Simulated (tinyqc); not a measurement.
Inside a calculation. Model: two-dimensional dopant profile at a mask edge: lateral junction, overlap and effective channel length. Computed by tinyqc, a small Python program that keeps every step. Command: `OMP_NUM_THREADS=1 python tinyqc.py 3024145 3024146 out.jsonl lateral walk`. One thread of a shared host (Intel(R) Xeon(R) Processor @ 2.30GHz), about 0.01 s of CPU time with the checks. Intermediate numbers are printed to about 6 digits and carried at full precision; extremes and crossings named in words are read from the listed rows.

Ions enter for y < 0; the mask (spacer, then gate) covers y > 0. x is the depth. The surface reflects dopant during the anneal.

Inputs (values chosen for the exercise, modelled on a source-drain extension in silicon): dose Q = 1.3e+14 1/cm^2; projected range R_p = 30 nm; vertical straggle = 11 nm; lateral straggle = 9.5 nm; anneal budget D t = 4e-13 cm^2; channel doping C_B = 3.6e+17 1/cm^3; gate length L_g = 230 nm; offset spacer = 5.4 nm; oxide thickness = 2.8 nm.

Constants: eps_0 = 8.8541878128e-12 F/m.

## Widths and vertical profile

Widths s_x^2 = (vertical straggle)^2 + 2 D t, s_y^2 = (lateral straggle)^2 + 2 D t. C(x, y) = V(x) (1/2) erfc(y/(sqrt2 s_y)), V(x) = Q/(sqrt(2 pi) s_x) [exp(-(x - R_p)^2/(2 s_x^2)) + exp(-(x + R_p)^2/(2 s_x^2))]; 1 nm = 1e-7 cm. The vertical junction far from the mask solves V(x) = C_B.

s_x = 14.1774 nm

s_y = 13.0480 nm

V at the surface = 7.79802e+18 1/cm^3

V at R_p = 3.65857e+19 1/cm^3

vertical junction x_j = 73.1012 nm

## Lateral junction at the surface

The lateral junction at depth x solves C = C_B: y_j(x) = sqrt2 s_y erfc^-1(2 C_B/V(x)). Overlap under the gate = y_j(0) - spacer; metallurgical channel L_met = L_g - 2 overlap (tails from the two sides are not added). Abruptness at y_j(0) in nm per decade = ln(10) s_y sqrt(pi/2) exp(u^2) erfc(u), u = y_j/(sqrt2 s_y). Overlap capacitance per width = 3.9 eps_0 overlap/t_ox (zero if there is no overlap).

lateral junction y_j(0) = 21.9627 nm

ratio y_j(0)/x_j = 0.300443

overlap = 16.5627 nm

metallurgical channel L_met = 196.875 nm

lateral abruptness = 14.3351 nm/decade

overlap capacitance = 0.204262 fF/um

The two overlaps take 14 % of the gate length. Caution: the profile peaks below the surface, where the junction reaches further under the gate than y_j(0); the overlap given is the one at the surface.

## Junction contour

The lateral junction at depth x solves C = C_B: y_j(x) = sqrt2 s_y erfc^-1(2 C_B/V(x)). Depths are 0, 0.15, 0.3, 0.45, 0.6, 0.75, 0.9 and 0.97 of x_j.

Contour:
```
x/x_j   x (nm)   V (1/cm^3)  y_j (nm)
0.00    0.0000  7.79802e+18   21.9627
0.15   10.9652  1.54161e+19   25.9521
0.30   21.9304  3.11550e+19   29.6399
0.45   32.8955  3.58279e+19   30.3307
0.60   43.8607  2.26831e+19   28.0225
0.75   54.8259  7.89619e+18   22.0405
0.90   65.7911  1.51128e+18    9.2912
0.97   70.9082  5.69297e+17   -4.4116
```

The contour reaches furthest, 30.33 nm, at x/x_j = 0.45 among these rows, below the surface, where punch-through would start. It crosses the mask edge where V = 2 C_B.

## What the anneal budget does

x_j solves V(x) = C_B. Budgets are multiples of the given D t (at 0 the mirror term is kept, which overstates V(0) as implanted); those with V(0) not above 2.5 C_B are left out.

Junctions (nm):
```
multiple      s_x      s_y      x_j   y_j(0)   y_j/x_j    L_met
0.0       11.0000   9.5000   64.347   9.5501  0.148415  221.700
0.1       11.3578   9.9121   65.348  11.2104  0.171550  218.379
0.3       12.0416  10.6888   67.249  14.1300  0.210115  212.540
1.0       14.1774  13.0480   73.101  21.9627  0.300443  196.875
2.0       16.7631  15.8193   80.030  30.0227  0.375145  180.755
4.0       21.0000  20.2546   91.069  41.5060  0.455767  157.788
8.0       27.5862  27.0231  107.593  57.1033  0.530736  126.593
16.0      37.4299  37.0169  131.185  77.6958  0.592260   85.408
```

The ratio y_j/x_j goes from 0.15 to 0.59: as implanted, x_j includes R_p and y_j only the lateral straggle; after long diffusion both scale roughly with sqrt(D t) as long as V(0) stays far above C_B, and the ratio stays below 1 because the edge starts from half the concentration and an erfc falls faster than the Gaussian. L_met shrinks by 136.3 nm over the rows.

Checks made by the program: lateral profile against the convolution of a step with a Gaussian (relative difference below 1e-10).
